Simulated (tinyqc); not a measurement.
# Worked calculation: AlGaN/GaN HEMT with access regions, lumped model

Computed by the program tinyqc: `OMP_NUM_THREADS=1 python tinyqc.py 2570060 2570061 out.jsonl`, one thread of a shared Intel Xeon 2.30GHz, about 0.02 s for the whole run. Printed values are rounded.

A polarisation-induced electron sheet under a Schottky gate, in series with two ungated access regions and contacts. Drift law v = mu E/(1 + mu E/vs) under the gate. Currents in mA/mm, resistances in ohm mm. No self-heating, no channel-length modulation; fits for polarisation, barrier and offset are chosen for the exercise.

Values chosen for this exercise; values close to those of AlGaN/GaN structures:

| symbol | value | unit | meaning |
|---|---|---|---|
| x | 0.25 |  | aluminium share of the barrier |
| d | 15 | nm | barrier thickness |
| eps_r | 9.5 |  | relative permittivity of barrier and channel |
| mu | 1300 | cm^2/(V s) | channel mobility |
| vs | 1.6e7 | cm/s | saturation velocity |
| Lg | 0.15 | um | gate length |
| Ls | 1 | um | source access length |
| Ld | 1.5 | um | drain access length |
| Rc | 0.17 | ohm mm | resistance of each contact |
| ft | 0.14 |  | share of the drain-access electrons removed by traps |
| Vg | 1 | V | gate voltage |
| Vd | 10 | V | drain voltage |
| Ec | 2.6 | MV/cm | critical field |
| te | 0.44 | um | depth over which the depleted charge spreads |
| tf | 300 | nm | insulator under the field plate |
| ei | 7.5 |  | relative permittivity of that insulator |

Constants: q = 1.602176634e-19 C, eps0 = 8.8541878128e-14 F/cm where lengths are in cm. Results are converted to the units shown.

## Polarisation charge, threshold and sheet resistance

sigma = (5e13 x + 1.6e13 x^2) cm^-2, phiB = 0.84 + 1.3 x, dEc = 0.7 (1.71 x + x^2) in volts, Cb = eps0 eps_r/d, VT = phiB - dEc - q sigma/Cb, access density n0 = -Cb VT/q. Rsh = 1/(q mu n0); largest access current q n0 vs.

sigma = 1.35e13 cm^-2
Cb = 0.560765 uF/cm^2
VT = -3.03512 V
n0 = 1.06230e13 cm^-2
Rsh = 451.960 ohm
q n0 vs = 2723.18 mA/mm

## Iteration 1: drain current

I at the start = 1400 mA/mm

Access resistance R(L, n) = L/(q mu n sqrt(1 - (I/(q n vs))^2)); Rs = Rc + R(Ls, n0), Rd = Rc + R(Ld, (1 - ft) n0). Vg' = Vg - I Rs, Vd' = Vd - I (Rs + Rd); with u = Vg' - VT, Vc = vs Lg/mu and w the smaller of Vd' and Vc [sqrt(1 + 2 u/Vc) - 1] (0 if negative), the channel gives (mu Cb/Lg)(u w - w^2/2)/(1 + w/Vc). I(new) = I + 0.5 (channel current - I).

Rs = 0.696927 ohm mm
Rd = 1.15335 ohm mm
Vg' = 0.0243024 V
Vd' = 7.40961 V
channel current = 1942.74 mA/mm
I after iteration 1 = 1671.37 mA/mm

## Iteration 2: drain current

As before.

Rs = 0.742467 ohm mm
Rd = 1.29537 ohm mm
Vg' = -0.240937 V
Vd' = 6.59402 V
channel current = 1746.39 mA/mm
I after iteration 2 = 1708.88 mA/mm

## Course of the iteration: drain current

Stop when I changes by less than 1e-6 mA/mm, or after 60 iterations. I must stay below q (1 - ft) n0 vs.

Course of the iteration:

| iteration | I (mA/mm) | \|change\| (mA/mm) |
|---|---|---|
| 1 | 1671.37 | 271 |
| 2 | 1708.88 | 37.5 |
| 3 | 1712.34 | 3.46 |
| 4 | 1712.63 | 0.293 |
| 5 | 1712.66 | 0.0246 |
| 6 | 1712.66 | 2.06e-3 |
| 7 | 1712.66 | 1.73e-4 |
| 8 | 1712.66 | 1.45e-5 |
| 9 | 1712.66 | 1.21e-6 |
| 10 | 1712.66 | 1.02e-7 |

Converged in 10 iterations. At the end each change is about 0.084 times the one before: linear convergence. Of Vd, 64.4 % reaches the channel; the access current is 73 % of its limit.

## On-resistance and breakdown

sigma = (5e13 x + 1.6e13 x^2) cm^-2, phiB = 0.84 + 1.3 x, dEc = 0.7 (1.71 x + x^2) in volts, Cb = eps0 eps_r/d, VT = phiB - dEc - q sigma/Cb, access density n0 = -Cb VT/q. Ron = 2 Rc + Ls/(q mu n0) + Ld/(q mu (1 - ft) n0) + Lg/(mu Cb (Vg - VT)). Off state: a depleted stretch that holds the voltage V has the peak field sqrt(k V), k = 2 q n0/(eps0 eps_r te), so one edge holds V1 = Ec^2/k. The sheet under the plate pinches off at Vf = q n0 (1/Cb + tf/(eps0 ei)); beyond it the gate edge is screened. BV = V1 if Vf >= V1, else Vf + V1, and at most Ec Ld. Specific resistance Ron (Ls + Lg + Ld); figure of merit BV^2 over it.

Ron = 1.63125 ohm mm
Vf = 79.9248 V
V1 = 73.4996 V
BV = 73.4996 V
specific resistance = 0.0432282 mohm cm^2
figure of merit = 124.969 MW/cm^2

The plate pinches off too late to screen the gate edge, so it adds nothing.
